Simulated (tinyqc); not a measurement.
Inside a calculation. Method: tight binding, honeycomb lattice. One step of it, computed by the program tinyqc.

Question. Levels at k. Diagonalise the Hermitian matrix.

H(k) at k (eV):
```
                     A                    B
A             2.130976  -5.318762-1.025617i
B  -5.318762+1.025617i            -2.529024
```

Give: eigenvalues; weights |c|^2 of the basis functions.

Answer.

eigenvalues (eV): -6.0956  5.6976

weights |c|^2 of the basis functions:
```
   band 1  band 2
A  0.3024  0.6976
B  0.6976  0.3024
```
